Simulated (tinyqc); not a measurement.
Ellipsometry and reflectance of a transparent film on an absorbing substrate: effect of the index of the transparent film.

Air (index 1), film, substrate with N2 = n2 - i k2; time factor exp(+i w t). q_j = sqrt(N_j^2 - sin^2 th), root with positive real part. Fresnel coefficients r_s = (q_a - q_b)/(q_a + q_b), r_p = (N_b^2 q_a - N_a^2 q_b)/(N_b^2 q_a + N_a^2 q_b). tan(Psi) exp(i Delta) = R_p/R_s, Delta taken from 0 to 360 degrees.

beta = 2 pi d q1/lam, X = exp(-2 i beta), R = (r01 + r12 X)/(1 + r01 r12 X) for p and s. dDelta/dd is the derivative of Delta; period lam/(2 q1).

Values chosen for this exercise; indices close to those of silicon dioxide on silicon:
```
symbol   value     unit                                  meaning
lam        800       nm                               wavelength
th          70  degrees                       angle of incidence
d          4.5       nm                           film thickness
n2       3.692                            index of the substrate
k2      0.0065           extinction coefficient of the substrate
```

Results:
```
n1    Psi (degrees)  Delta (degrees)  |R_p|^2  |R_s|^2  dDelta/dd (degrees/nm)  period (nm)
1.25          9.206            171.7  0.01788   0.6807                  -1.763        485.3
1.65          9.288            167.0  0.01820   0.6804                  -2.761        294.9
1.85          9.288            166.4  0.01819   0.6802                  -2.895        251.0
2.05          9.268            166.5  0.01811   0.6801                  -2.893        219.5
2.25          9.236            167.0  0.01798   0.6799                  -2.788        195.7
2.45          9.196            167.9  0.01782   0.6798                  -2.597        176.8
2.65          9.155            169.2  0.01766   0.6798                  -2.331        161.4
```

Estimate the missing row, n1 = 1.45.

Computed row:
```
n1    Psi (degrees)  Delta (degrees)  |R_p|^2  |R_s|^2  dDelta/dd (degrees/nm)  period (nm)
1.45          9.262            168.6  0.01810   0.6806                  -2.428        362.2
```

With this row back in the table: Psi goes from 9.21 through a maximum of 9.29 (at n1 = 1.65 among the rows listed) to 9.16 degrees and |R_p|^2 goes from 0.0179 through a maximum of 0.0182 (at n1 = 1.65 among the rows listed) to 0.0177. The slope of Delta is largest in size, 2.89 degrees/nm, at n1 = 1.85 among the rows.

Computed by the program tinyqc: `OMP_NUM_THREADS=1 python tinyqc.py 2870189 2870190 out.jsonl`, one thread of a shared Intel Xeon 2.30GHz, about 0.01 s for the whole run.
